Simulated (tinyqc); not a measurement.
The best anneal temperature for the time t: solubility, supersaturation, precipitation and gettering of an impurity in a silicon-like host. Computed by tinyqc, a small Python program. Command: `OMP_NUM_THREADS=1 python tinyqc.py 3006865 3006866 out.jsonl ripen walk`. One thread of a shared host (Intel(R) Xeon(R) Processor @ 2.30GHz), about 0.01 s of CPU time with the checks.

The wafer was saturated at T1 and is then held at T.

Inputs (values chosen for the exercise, modelled on cobalt in silicon): site density N0 = 5e+22 1/cm^3; enthalpy of solution H = 2.83 eV; entropy of solution S = 7.8 k_B; diffusion prefactor D0 = 0.0011 cm^2/s; migration energy Q = 0.518 eV; temperature of saturation T1 = 1375 K; anneal temperature T = 1142 K; sink density n = 2.2e+07 1/cm^3; initial sink radius r0 = 66 nm; impurity density in the precipitate C_p = 5.9e+22 1/cm^3; interface energy gamma = 0.8 J/m^2; anneal time t = 15 s.

Constants: k_B = 8.617333262e-05 eV/K; k_B = 1.380649e-23 J/K.

Method:
- C_eq(T) = N0 exp(S/k_B - H/(k_B T)); D(T) = D0 exp(-Q/(k_B T)); C0 = C_eq(T1). Supersaturation s = C0/C_eq(T); critical radius r* = 2 gamma/(C_p k_B T ln s); barrier W* = (4 pi/3) gamma r*^2. Strain energy is left out.
- r_f = [r0^3 + 3 (C0 - C_eq)/(4 pi n C_p)]^(1/3), tau_f = 1/(4 pi n r_f D).
- Growing sinks: with y = r/r_f and y0 = r0/r_f, dy/dt = (1 - y^3)/(3 tau_f y), which integrates to t/tau_f = F(y) - F(y0), F(y) = (1/2) ln[(1 + y + y^2)/(1 - y)^2] - sqrt(3) arctan[(2y + 1)/sqrt(3)]; the share of the excess left is (1 - y^3)/(1 - y0^3), and C(t) = C_eq + (C0 - C_eq) x share.

C0 = 5.17234e+15 1/cm^3

Dissolved share after t:
```
T (K)     C_eq/C0  tau_f (s)  C(t)/C0
619    2.1452e-13     5051.6  0.99818
715    2.6615e-10     1371.4  0.99328
825    1.2157e-07      447.0  0.97936
935    1.3143e-05      189.7  0.95137
1045   5.3013e-04       96.4  0.90459
1155   1.0574e-02       55.9  0.83805
1251   9.3722e-02       38.3  0.78373
1320   3.6966e-01       32.5  0.81542
```

The lowest dissolved share among these rows is 0.78 at 1251 K. Above it solubility sets the floor; below it diffusion is too slow for this time. Solubility falls with H = 2.83 eV and diffusion with Q = 0.518 eV. Caution: the barrier to homogeneous nucleation is below 35 k_B T for these inputs, so new precipitates would form and outnumber the fixed sinks assumed here.

Extremes, crossings and ranges named in words are read from the listed rows.
